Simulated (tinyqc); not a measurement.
Capacitance measurement on a leaky thin oxide: effects of series resistance and leakage: two steps of the calculation.

The device is a capacitance C in parallel with a leakage conductance G, in series with Rs and Ls. An impedance meter reports either a parallel pair (Cp, Gp) from Y = 1/Z = Gp + i w Cp or a series pair (Cs, Rm) from Z = Rm + 1/(i w Cs); w = 2 pi f, dissipation D = Gp/(w |Cp|).

Values chosen for this exercise; values of the order met in thin-oxide MOS capacitors:
```
symbol,value,unit,meaning
eox,3.9,,relative permittivity of the gate insulator (close to silicon dioxide)
tox,3.5,nm,insulator thickness
A,2500,um^2,gate area
zc,0.46,nm,oxide-equivalent thickness added by the accumulation layer
zp,0,nm,oxide-equivalent thickness added by gate depletion
Jg,0.093,A/cm^2,"gate leakage current density, not matched to the thickness"
Vs,0.29,V,voltage for an e-fold rise of the leakage
Rs,22,ohm,series resistance
Ls,0,nH,series inductance
f,10000,Hz,measuring frequency
```

Constants: eps0 = 8.8541878128e-14 F/cm where lengths are in cm. Results are converted to the units shown.

Question 1. True capacitance and conductance. EOT = 3.9 tox/eox; CET = EOT + zc + zp; C = 3.9 eps0 A/CET; G = Jg A/Vs.

Find: EOT; CET; C; G.

Answer 1.

EOT = 3.500 nm
CET = 3.960 nm
C = 21.80 pF
G = 8.017 uS

Question 2. What the meter reports. Z = Rs + i w Ls + 1/(G + i w C).

C = 21.800084 pF
G = 8.0172414 uS

Wanted: Z; Cp; Gp; Cs; D.

Answer 2.

Z = (1.212-0.207i) x 1e5 ohm
Cp = 21.79 pF
Gp = 8.016 uS
Cs = 768.6 pF
D = 5.854

Cp is 0.035 % below C and Cs is 35.3 times it; G Rs = 1.76e-4, w C Rs = 3.01e-5 and G/(w C) = 5.85.

tinyqc, about 0.01 s, one thread, Intel Xeon 2.30GHz (shared host): `OMP_NUM_THREADS=1 python tinyqc.py 2022126 2022127 out.jsonl`
